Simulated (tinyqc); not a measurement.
# Worked calculation: on-chip interconnect, size-dependent resistivity and RC delay

tinyqc, about 0.01 s, one thread, Intel Xeon 2.30GHz (shared host): `OMP_NUM_THREADS=1 python tinyqc.py 2100038 2100039 out.jsonl` Printed values are rounded.

A rectangular line between two neighbours and two ground planes. Surface and grain-boundary scattering are added to the bulk resistivity as corrections; capacitances are parallel-plate values without fringing; inductance is ignored.

Parameters, values chosen for the exercise; metal values close to those of cobalt:
- rho0 = 6.05 uohm cm (bulk resistivity)
- lam = 12 nm (bulk mean free path)
- ps = 0 (specular share of surface scattering)
- Rg = 0.19 (reflection coefficient of grain boundaries)
- gr = 2 (grain size over the metal width)
- wd = 66 nm (drawn line width)
- AR = 2.2 (aspect ratio, height over width)
- tl = 1 nm (liner on both walls and the bottom, not conducting)
- sp = 79 nm (space to the neighbouring lines)
- hd = 130 nm (dielectric height to the planes above and below)
- ek = 3 (relative permittivity of the dielectric)
- Mf = 2 (Miller factor of the neighbours)
- Lw = 15 um (line length)
- Rd = 2000 ohm (driver resistance)
- Cl = 0.24 fF (load capacitance)
- dt = 0.97 ps (time step)

Constants: eps0 = 8.8541878128e-12 F/m. Results are converted to the units shown.

## Resistivity, resistance and capacitance per length

Metal width x = wd - 2 tl, height y = AR wd - tl; grain boundaries (Mayadas-Shatzkes): al = (lam/(gr x)) Rg/(1 - Rg), g = 1/[1 - 3 al/2 + 3 al^2 - 3 al^3 ln(1 + 1/al)] - 1; surfaces (Fuchs-Sondheimer, thick limit): s = (3/8) lam (1 - ps)(1/x + 1/y); rho = rho0 (1 + g + s); r = rho/(x y); c = eps0 ek (2 wd/hd + 2 Mf AR wd/sp).

x = 64 nm
y = 144.2 nm
al = 0.0219907
g = 0.0326928
s = 0.101519
rho = 6.86198 uohm cm
r = 7.43540 ohm/um
c = 0.222256 fF/um

rho is 1.13 times the bulk value; surfaces add more (0.102 against 0.0327). The liner takes 3.70 % of the cross-section.

## Ladder and Elmore delays

7 equal pi sections: series Rs = r Lw/7; node capacitances c Lw/7, halved at nodes 0 and 7, with Cl added to node 7; Rd feeds node 0. Elmore delay of node k: the sum, over the resistors on the path to k, of resistance times all capacitance downstream of it.

Rs = 15.9330 ohm

```
node    C (fF)  Elmore delay (ps)
0     0.238132            7.14769
1     0.476264            7.20084
2     0.476264            7.24640
3     0.476264            7.28437
4     0.476264            7.31476
5     0.476264            7.33755
6     0.476264            7.35276
7     0.478132            7.36038
```

The far-end value equals Rd (c Lw + Cl) + r Lw (c Lw/2 + Cl) for any number of pi sections; the line resistance contributes 2.89 % of it.

## Step 1: node voltages after a time step

v at t = 0, node 0 to 7 (V): 0  0  0  0  0  0  0  0

A 1 V step is applied behind Rd at t = 0. C dv/dt = -G v + b, with G the conductance matrix of the ladder (1/Rs between neighbours, 1/Rd added at node 0) and b = (1 V/Rd, 0, ...). Trapezoidal step: (C/dt + G/2) v(new) = (C/dt - G/2) v + b.

v at t = 1 dt, node 0 to 7 (V): 0.159336  0.145919  0.134785  0.125760  0.118702  0.113502  0.110077  0.108375

## Step 2: node voltages after a time step

As before.

v at t = 2 dt, node 0 to 7 (V): 0.233418  0.234611  0.234908  0.234663  0.234154  0.233595  0.233138  0.232885

## Course in time

A 1 V step is applied behind Rd at t = 0. C dv/dt = -G v + b, with G the conductance matrix of the ladder (1/Rs between neighbours, 1/Rd added at node 0) and b = (1 V/Rd, 0, ...). Trapezoidal step: (C/dt + G/2) v(new) = (C/dt - G/2) v + b. The last column solves the same ladder exactly by its modes.

Voltages (V):
```
t (ps)  node 0  node 3  node 7  node 7, exact
0.9700  0.1593  0.1258  0.1084         0.1161
1.940   0.2334  0.2347  0.2329         0.2262
2.910   0.3566  0.3296  0.3179         0.3226
3.880   0.4120  0.4143  0.4116         0.4070
4.850   0.5079  0.4859  0.4782         0.4809
5.820   0.5488  0.5518  0.5486         0.5456
6.790   0.6239  0.6057  0.6008         0.6022
7.760   0.6535  0.6571  0.6538         0.6517
8.730   0.7128  0.6976  0.6946         0.6951
9.700   0.7336  0.7377  0.7344         0.7331
10.67   0.7809  0.7680  0.7663         0.7664
11.64   0.7950  0.7994  0.7963         0.7955
```

The far end of the ladder reaches 0.5 V at 5.124 ps, 0.696 of its Elmore delay (ln 2 = 0.693 for a single pole); the slowest mode has a time constant of 7.290 ps. The largest error of the trapezoidal steps at that node is 7.7 mV.
